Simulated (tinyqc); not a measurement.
Estimate of lattice thermal conductivity from elastic moduli (Slack, Klemens and Cahill formulas). Changing the atoms per primitive cell n. Computed by tinyqc, a small Python program. Command: `OMP_NUM_THREADS=1 python tinyqc.py 3018305 3018306 out.jsonl slack sweep`. One thread of a shared host (Intel(R) Xeon(R) Processor @ 2.30GHz), about 0.01 s of CPU time with the checks.

An isotropic solid.

Inputs (values chosen for the exercise, for a model crystal):
```
quantity,value,unit
bulk modulus B,45.8,GPa
shear modulus G,27.9,GPa
volume per atom V,12.9,angstrom^3
mean atomic mass M,93,u
temperature T,300,K
disorder parameter Gamma,0.0058,-
grain size d,2900,nm
```

Grueneisen parameter: from the Poisson ratio.

Constants: u = 1.6605390666e-27 kg; hbar = 1.054571817e-34 J s; k_B = 1.380649e-23 J/K; h = 6.62607015e-34 J s.

Method:
- rho = M/V; vL = sqrt((B + 4G/3)/rho), vT = sqrt(G/rho); v_m = [(vL^-3 + 2 vT^-3)/3]^(-1/3); Poisson ratio sigma = (3B - 2G)/(6B + 2G); Theta = hbar v_m (6 pi^2/V)^(1/3)/k_B.
- Empirical rule gamma = (3/2) (1 + sigma)/(2 - 3 sigma).
- Slack, an estimate for T near or above Theta_a: kappa = A M Theta_a^3 delta n^(1/3)/(gamma^2 T) in W/(m K), with M in u, delta = V^(1/3) in angstrom, Theta_a = Theta n^(-1/3) and A = 2.43e-6/(1 - 0.514/gamma + 0.228/gamma^2).
- High-temperature forms with the classical heat capacity. Klemens: kappa/kappa_0 = arctan(u)/u, u^2 = pi^2 Theta V Gamma kappa_0/(h v_m^2). Grains: 1/kappa_poly = 1/kappa + 1/(C v_m d/3), C = 3 k_B/(n V), the acoustic branches alone.
- Cahill minimum: kappa_min = (pi/6)^(1/3) k_B V^(-2/3) sum over L, T, T of v (T/Theta_i)^2 int_0^(Theta_i/T) x^3 e^x/(e^x - 1)^2 dx, Theta_i = Theta v_i/v_m (64 Gauss-Legendre points).
- Its high-temperature limit is (1/2) (pi/6)^(1/3) k_B V^(-2/3) (vL + 2 vT).

One run for each value:
```
atoms per primitive cell n,kappa of the perfect crystal (W/(m K)),kappa of the polycrystal (W/(m K)),acoustic Debye temperature Theta_a (K),kappa_min (W/(m K)),kappa_poly/kappa_min
1,10.527,8.4429,215.07,0.55669,15.166
2,6.631,5.6887,170.70,0.55669,10.219
4,4.177,3.7626,135.49,0.55669,6.759
6,3.188,2.9333,118.36,0.55669,5.269
10,2.268,2.1304,99.83,0.55669,3.827
20,1.429,1.3685,79.23,0.55669,2.458
40,0.900,0.8726,62.89,0.55669,1.567
80,0.567,0.5536,49.91,0.55669,0.994
```

Describe and explain the trends.

Over the rows, kappa of the perfect crystal (W/(m K)) falls from 10.5 to 0.567 (exponent d ln y / d ln x about -0.67 throughout); kappa of the polycrystal (W/(m K)) falls from 8.44 to 0.554 (exponent d ln y / d ln x -0.57 between the first rows and -0.66 between the last); acoustic Debye temperature Theta_a (K) falls from 215 to 49.9 (exponent d ln y / d ln x about -0.33 throughout). The exponent of kappa of the perfect crystal stays at -0.67: only 3 of the 3n branches are acoustic, which gives n^(-2/3). More atoms in the cell fold acoustic branches into flat optical ones, which carry little heat; the minimum conductivity counts all modes and does not change.

Caution (rows 80): the estimate comes near or below kappa_min; the free path cannot fall under half a wavelength, so the true value levels off near kappa_min.

Extremes, crossings and ranges named in words are read from the listed rows.
